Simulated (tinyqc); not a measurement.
Comparisons within one model: standing waves and exposure in a photoresist film. A value that a table varies takes the place of the one given here.

Normal incidence from air. Unexposed resist: N1 = n1 + i k1 with k1 = (A + B) lam/(4 pi), lam in micrometres. r01 = (1 - N1)/(1 + N1), t01 = 2/(1 + N1). Below the resist lie the layer Na = na + i ka and the substrate Ns = ns + i ks: r12 = (r1a + ras x)/(1 + r1a ras x), x = exp(4 pi i Na da/lam), r1a = (N1 - Na)/(N1 + Na), ras = (Na - Ns)/(Na + Ns). With p = exp(2 pi i N1 d/lam), the field at depth z is E(z) = t01 [exp(2 pi i N1 z/lam) + r12 p^2 exp(-2 pi i N1 z/lam)]/(1 + r01 r12 p^2), the relative intensity I(z) = n1 |E(z)|^2 and the reflectance R = |(r01 + r12 p^2)/(1 + r01 r12 p^2)|^2.

Values chosen for the exercise (a resist on Al, indices near tabulated ones; not measured data):
- lam = 193 nm (vacuum wavelength)
- n1 = 1.695 (resist index)
- A = 0.08 1/micrometre (bleachable absorption (Dill A))
- B = 1.02 1/micrometre (fixed absorption (Dill B))
- d = 132 nm (resist thickness)
- ns = 0.112 (substrate n)
- ks = 2.237 (substrate k)
- na = 1.78 (n of the bottom antireflection layer)
- ka = 0.354 (its k)
- da = 71 nm (its thickness)

## Swing of the coupled dose with resist thickness

The mean of I is taken over 800 depths; the relative dose to clear is taken as 1/(mean of I over the lowest period, 60 depths), scaled to 1 in the first row.

Swing:
```
d (nm)       R  mean I  relative dose
132.0   0.0740  0.9083          1.000
141.5   0.1222  0.8500          1.065
151.0   0.1270  0.8295          1.080
160.5   0.0852  0.8587          1.040
170.0   0.0338  0.9065          0.997
179.4   0.0277  0.9162          1.003
188.9   0.0726  0.8733          1.065
198.4   0.1182  0.8222          1.131
207.9   0.1229  0.8063          1.146
217.4   0.0835  0.8342          1.108
226.9   0.0352  0.8762          1.064
236.4   0.0296  0.8827          1.072
245.9   0.0719  0.8425          1.134
```

The period is 56.9 nm, six rows. The relative dose swings between 0.997 and 1.146, a ratio (max - min)/mean of 0.140, against the estimate 4 sqrt(|r01|^2 |r12|^2) exp(-(A + B) d) = 0.121 for the oscillating part alone; the ratio from the table also holds the slow rise from absorption, 13.4 % over two periods, so the two are not strictly comparable. The dose is least sensitive to thickness at an extremum; the lowest dose listed is at 170.0 nm.

## Tuning the antireflection layer

da takes the values listed; the contrast is (Imax - Imin)/(Imax + Imin) over the lowest period of the resist (60 depths).

Results:
```
da (nm)  |r12|^2  contrast
0         0.8909     0.994
10        0.4785     0.921
20        0.1748     0.701
30        0.0878     0.545
40        0.1069     0.596
50        0.1204     0.589
60        0.0786     0.493
75        0.0063     0.165
90        0.0113     0.218
110       0.0258     0.288
140       0.0059     0.132
```

|r12|^2 starts at 0.8909 and is lowest, 0.0059, at 140 nm of those listed, where the contrast is 0.132 against 0.994. The contrast follows 2|r|/(1 + |r|^2), so even |r12|^2 = 0.01 leaves about 0.2. Values below 0.01 occur at 75 and 140 nm.

## What moves the exposure

The mean of I is over 800 depths. Each row changes one parameter from the base and keeps the others.

Results:
```
case                   |r12|^2       R  mean I  I at the bottom
base                    0.0184  0.0740  0.9083           1.0156
d = 142 nm              0.0184  0.1237  0.8477           0.9513
n1 = 1.712              0.0196  0.0866  0.8978           1.0115
B = 1.22 1/micrometre   0.0183  0.0735  0.8952           0.9884
ks = 2.013              0.0153  0.0767  0.8984           0.9994
da = 81 nm              0.0006  0.0753  0.8576           0.7939
ka = 0.46               0.0136  0.0430  0.9314           0.9248
```

The largest shifts from the base row, up to three for each result and ties (the steps differ in size, so this ranks the rows, not the parameters). |r12|^2: da -0.0178, ka -0.0048, ks -0.0031; unchanged at the printed digits by d. R: d +0.0497, ka -0.0310, n1 +0.0126. mean I: d -0.0606, da -0.0507, ka +0.0231. I at the bottom: da -0.2217, ka -0.0907, d -0.0643.

Computed by tinyqc, a small Python program: `OMP_NUM_THREADS=1 python tinyqc.py 1652445 1652446 out.jsonl` (the numbers bound the seed that draws the inputs); one thread of a shared host (Intel(R) Xeon(R) Processor @ 2.30GHz), about 0.01 s for the whole set of steps.
